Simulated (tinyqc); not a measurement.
When the Fermi surface touches the face: free and nearly free electrons in a metal.

The cubic cell holds 4 atoms: n = 4 z/a^3, kF = (3 pi^2 n)^(1/3), EF = c kF^2/m, vF = 2 c kF/(m hbar), c = hbar^2/2m0; rs = (3/(4 pi n))^(1/3)/a0; D(EF) = 3 n/(2 EF).

Two plane waves k and k - G, G = (111) (2 pi/a): H = [[c k^2/m, V], [V, c (k - G)^2/m]] with c = hbar^2/2m0.

Constants: hbar^2/2m0 = 3.80998211 eV angstrom^2; hbar = 6.58211957e-16 eV s; a0 (Bohr radius) = 0.5291772105 angstrom.

Values chosen for the exercise (out of a larger set: near those of Au, whose d bands this model ignores; not measured data): a = 4.066 angstrom (fcc lattice constant); z = 1 (free electrons an atom); m = 1 m0 (mass).

On the face the lower band is E = c (G^2/4 + q^2)/m - V, q along the face. EF is held at its free value. A neck opens where EF > c G^2/(4m) - V, with radius q; the second band fills where EF > c G^2/(4m) + V.

Necks:

| V (eV) | lower band at the face centre (eV) | neck radius (1/angstrom) | radius/kF |
|---|---|---|---|
| 0.2 | 6.624 | - | - |
| 0.5 | 6.324 | - | - |
| 0.8 | 6.024 | - | - |
| 1.1 | 5.724 | - | - |
| 1.4 | 5.424 | 0.1878 | 0.155 |
| 1.8 | 5.024 | 0.3745 | 0.310 |
| 2.2 | 4.624 | 0.4952 | 0.410 |
| 2.6 | 4.224 | 0.5918 | 0.490 |

EF = 5.558 eV
c G^2/(4m) = 6.824 eV

How do the results move, and what explains it?

Contact needs V > 1.266 eV. It is first met at V = 1.4 eV of those listed, and the radius then grows as the square root of the excess, to 0.490 kF at 2.6 eV. EF is held at its free value here; a count of states lowers it as V grows, strongly for V of an eV or more, so the threshold is a lower bound, the radii are upper bounds, and some necks may vanish.

Run: tinyqc, `OMP_NUM_THREADS=1 python tinyqc.py 1682375 1682376 out.jsonl`; Intel(R) Xeon(R) Processor @ 2.30GHz, one thread, shared host; about 0.01 s of CPU time with all checks.
